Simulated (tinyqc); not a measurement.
Worked calculation: one anharmonic mode: perturbation theory, self-consistent phonons and exact levels. Computed by tinyqc, a small Python program that keeps every step. Command: `OMP_NUM_THREADS=1 python tinyqc.py 3010457 3010458 out.jsonl scp walk`. One thread of a shared host (Intel(R) Xeon(R) Processor @ 2.30GHz), about 0.03 s of CPU time with the checks. Intermediate numbers are printed to about 5 digits and carried at full precision; extremes and crossings named in words are read from the listed rows.

V(x) = k x^2/2 + b x^4 for one coordinate x of mass M. A constant K > 0 gives hbar Omega = sqrt((hbar^2/u) K/M) with K in eV/angstrom^2 and M in u.

Inputs (values chosen for the exercise, for a model mode):
```
quantity                          value           unit
mode mass M                        48.1              u
harmonic constant k                2.69  eV/angstrom^2
quartic constant b                  110  eV/angstrom^4
temperature T                       420              K
mixing                              0.4              -
basis size N of the small matrix      7              -
```

Shape: single well.

Constants: hbar^2/u = 4.18015928e-03 eV angstrom^2; k_B = 8.617333262e-05 eV/K.

## Harmonic values and first-order shift

<x^2> = (hbar Omega/(2K)) coth(hbar Omega/(2 k_B T)) at K = k; first order in b shifts the quantum by 6 b <x^2> hbar Omega/k.

harmonic quantum = 15.290 meV

harmonic <x^2> = 0.013654 angstrom^2

first-order shift = 51.222 meV

Caution: the first-order shift is large, so perturbation theory overshoots.

## Self-consistent cycle

Self-consistent phonon, centred at x = 0: K = k + 12 b <x^2>, <x^2> = (hbar Omega/(2K)) coth(hbar Omega/(2 k_B T)). Start at K = |k|; K(new) = K + mixing x (K_out - K), but at least K/20; stop when |K_out - K| < 1e-9 |k| or after 90 steps.

Iterations:
```
step  K (eV/angstrom^2)  hbar Omega (meV)   K_out    K_out - K
0                2.6900            15.290  20.713   1.8023e+01
1                9.8994            29.331   7.777  -2.1220e+00
2                9.0505            28.045   8.230  -8.2037e-01
3                8.7224            27.532   8.429  -2.9354e-01
4                8.6050            27.346   8.504  -1.0135e-01
5                8.5644            27.282   8.530  -3.4519e-02
6                8.5506            27.260   8.539  -1.1700e-02
7                8.5459            27.252   8.542  -3.9588e-03
8                8.5444            27.250   8.543  -1.3388e-03
...                 ...               ...     ...          ...
13               8.5436            27.249   8.544  -5.9139e-06
14               8.5435            27.249   8.544  -1.9994e-06
15               8.5435            27.249   8.544  -6.7595e-07
16               8.5435            27.249   8.544  -2.2853e-07
17               8.5435            27.249   8.544  -7.7260e-08
18               8.5435            27.249   8.544  -2.6120e-08
19               8.5435            27.249   8.544  -8.8307e-09
20               8.5435            27.249   8.544  -2.9855e-09
21               8.5435            27.249   8.544  -1.0093e-09
```

converged (1 yes, 0 no) = 1

self-consistent K = 8.5435 eV/angstrom^2

Converged at step 21.

## Self-consistent results

Its free energy is F = k_B T ln[2 sinh(hbar Omega/(2 k_B T))] + (k - K)<x^2>/2 + 3 b <x^2>^2, an upper bound to the exact one.

self-consistent quantum = 27.249 meV

self-consistent <x^2> = 0.0044345 angstrom^2

self-consistent free energy = -15.912 meV

## Hamiltonian in a small basis

Basis: oscillator states n of the constant |k|, with x = s (a + a+), s^2 = hbar Omega/(2|k|); H = hbar Omega (n + 1/2) + (k - |k|) x^2/2 + b x^4, with exact matrix elements of x^2 and x^4.

H (meV), lower triangle (symmetric):
```
       1      2      3       4       5       6       7
1  10.31
2   0.00  36.26
3   7.54   0.00  72.87
4   0.00  21.76   0.00  120.15
5   4.35   0.00  43.09    0.00  178.08
6   0.00   9.73   0.00   71.52    0.00  246.68
7   0.00   0.00  16.86    0.00  107.06    0.00  325.94
```

## Levels in the small basis

Diagonalise H.

levels (meV): 9.40  30.60  55.88  92.28  135.85  280.21  386.08

## Exact levels and averages

Exact values use 120 basis states: F = -k_B T ln sum exp(-E_n/(k_B T)), and <x^2> is the Boltzmann mean.

lowest exact levels (meV): 9.40  30.58  55.71  83.60  113.74  145.80

E_1 - E_0 = 21.187 meV

exact free energy = -16.710 meV

exact <x^2> = 0.0048392 angstrom^2

The self-consistent free energy lies 0.798 meV above the exact one, and its <x^2> is -8.4 % off. The small basis misses E_0 by 0.00467 meV.

## Three descriptions against temperature

The classical <x^2> is int x^2 exp(-V/(k_B T)) dx / int exp(-V/(k_B T)) dx (2001 points over six exact widths each way).

Results; columns: (1) T (K); (2) hbar Omega, self-consistent (meV); (3) <x^2>, self-consistent; (4) <x^2>, exact; (5) F, self-consistent (meV); (6) F, exact (meV); (7) <x^2>, classical:
```
(1)     (2)        (3)        (4)      (5)      (6)         (7)
8.9  21.563  0.0020152  0.0020453   9.4412   9.3971  2.5504e-04
21   21.563  0.0020152  0.0020453   9.4412   9.3971  5.4214e-04
44   21.592  0.0020261  0.0020581   9.4284   9.3829  9.9045e-04
80   21.927  0.0021535  0.0022044   9.1408   9.0772   0.0015580
140  22.957  0.0025563  0.0026669   7.3736   7.2323   0.0023187
250  24.873  0.0033552  0.0035891  0.56480  0.19906   0.0034172
430  27.370  0.0044924  0.0049063  -17.047  -17.872   0.0048189
710  30.239  0.0059329  0.0065788  -54.113  -55.748   0.0065319
```

The self-consistent quantum hardens from 21.56 to 30.24 meV, since a wider spread samples the steep quartic walls. Its <x^2> misses by -1.5 % at the lowest T and -9.8 % at the highest; the excess in F runs from 0.044 to 1.635 meV. The classical value is 0.12 of the exact one at the lowest T and 0.993 at the highest.

Checks made by the program: dF/dK = 0 at the solution (relative difference below 1e-10).
